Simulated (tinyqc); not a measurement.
n-type polysilicon, carrier trapping at grain boundaries: effect of the temperature.

One-dimensional grains of size Lg, uniform ionised doping N, monovalent traps Qt at each boundary at a depth Et below (for electrons) or above (for holes) the band edge there, abrupt depletion of width W on each side of a boundary, Boltzmann statistics. xi is the distance from the band edge at the grain centre to the Fermi level. Trapped charge Qt/(1 + exp((xi + VB - Et)/Vt)) = 2 N W, barrier VB = q N W^2/(2 eps0 eps_r).

NB is given at 350 K and scales as (T/350 K)^1.5. If the trap equation with xi = Vt ln(NB/N) has a root W < Lg/2, the grain is partly depleted; otherwise W = Lg/2 and the trap equation gives xi = Et - VB + Vt ln(Qt/(N Lg) - 1). N* = Qt/Lg. n0 = NB exp(-xi/Vt); mean density n0 (1 - 2 W/Lg) by charge balance in a partly depleted grain, and n0 (sqrt(pi)/2) erf(u)/u with u = sqrt(VB/Vt) in a fully depleted one; v = sqrt(kB T/(2 pi ms m0)); barrier resistivity Vt exp(VB/Vt)/(q fe n0 v Lg); grain resistivity (1 - 2 W/Lg)/(q n0 mug); effective mobility 1/(q mean density total resistivity). Rows with xi above 0.45 V, towards mid-gap, are left out, since the other carrier type is ignored.

Values chosen for this exercise; values of the order met in polycrystalline silicon: relative permittivity eps_r = 11.7; conduction-band density of states at the reference temperature NB = 3.53e19 cm^-3; grain size Lg = 160 nm; trap density of a grain boundary Qt = 5.1e11 cm^-2; depth of the trap level from the majority band edge at the boundary Et = 0.37 eV; mass for thermionic emission ms = 0.51 m0; correction factor of the emission rate fe = 1; mobility inside the grains mug = 57 cm^2/(V s); doping N = 1.8e17 cm^-3.

Constants: q = 1.602176634e-19 C, kB = 1.380649e-23 J/K, m0 = 9.1093837015e-31 kg, Vt = kB T/q, eps0 = 8.8541878128e-14 F/cm where lengths are in cm. Results are converted to the units shown.

The same in every row: N/N* = 5.647.

Results:
```
T (K)  depleted share 2 W/Lg   VB (V)   xi (V)  mean density (cm^-3)  resistivity (ohm cm)  effective mobility (cm^2/(V s))
200                   0.1771  0.02794  0.07651              1.481e17                0.5620                            74.97
240                   0.1771  0.02793  0.09747              1.481e17                0.5520                            76.34
280                   0.1771  0.02793   0.1193              1.481e17                0.5463                            77.12
360                   0.1765  0.02775   0.1651              1.482e17                0.5408                            77.86
400                   0.1751  0.02730   0.1889              1.485e17                0.5398                            77.88
440                   0.1716  0.02623   0.2132              1.491e17                0.5399                            77.53
```

Estimate the missing row, T = 320 K.

Computed row:
```
T (K)  depleted share 2 W/Lg   VB (V)  xi (V)  mean density (cm^-3)  resistivity (ohm cm)  effective mobility (cm^2/(V s))
320                   0.1770  0.02790  0.1419              1.481e17                0.5429                            77.60
```

With this row back in the table: As T goes from 200 to 440, VB falls from 0.0279 to 0.0262 V, the resistivity falls from 0.562 to 0.540 ohm cm and the effective mobility goes from 75.0 through a maximum of 77.9 (at T = 400 among the rows listed) to 77.5 cm^2/(V s). The activation energy kB ln(rho1/rho2)/(1/T1 - 1/T2) is 0.00187 eV between the first two rows and -1.15e-4 eV between the last two; mug is held fixed. For T = 360, 400, 440 VB is below Vt, where abrupt depletion and thermionic emission are rough. In every row the effective mobility exceeds mug, since drift through the depleted part of the grain is left out.

Computed by the program tinyqc: `OMP_NUM_THREADS=1 python tinyqc.py 2830181 2830182 out.jsonl`, one thread of a shared Intel Xeon 2.30GHz, about 0.01 s for the whole run.
